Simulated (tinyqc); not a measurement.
Joule-heated wire on a substrate, fin equation: two steps of the calculation.

A wire of length L loses heat along itself to two contacts and sideways to the substrate: kap A theta'' - g theta + p = 0 with theta = T - T0 and p = p0. The ends are held at T0. Constant conductivity, diffusive heat flow.

Values chosen for this exercise:
```
symbol,value,unit,meaning
T0,293,K,temperature of substrate and contacts
kap,120,W/(m K),conductivity along the wire
A,150,nm^2,cross-section
g,0.25,W/(m K),conductance per length to the substrate
L,1500,nm,length between the contacts
p0,0.026,uW/nm,heating per length
```

Task 1. Healing length. LH = sqrt(kap A/g); far from the contacts uniform heating p0 would give theta = p0/g.

Find: LH; L/LH; p0/g.

Result 1.

LH = 268.3 nm
L/LH = 5.590
p0/g = 104.0 K

Task 2. Temperature rise. Solve -c theta_(i-1) + d_i theta_i - c theta_(i+1) = b_i for nodes 1 to 7, with theta = 0 at nodes 0 and 8.

c = 0.096 uW/K

```
node,d (uW/K),b (uW)
1,0.23887500,4.875
2,0.23887500,4.875
3,0.23887500,4.875
4,0.23887500,4.875
5,0.23887500,4.875
6,0.23887500,4.875
7,0.23887500,4.875
```

Give: theta.

Result 2.

```
node,theta (K)
0,0.00
1,50.95
2,76.00
3,87.38
4,90.64
5,87.38
6,76.00
7,50.95
8,0.00
```

Numbers from tinyqc (`OMP_NUM_THREADS=1 python tinyqc.py 2520143 2520144 out.jsonl`; about 0.01 s on one thread of a shared Intel Xeon 2.30GHz).
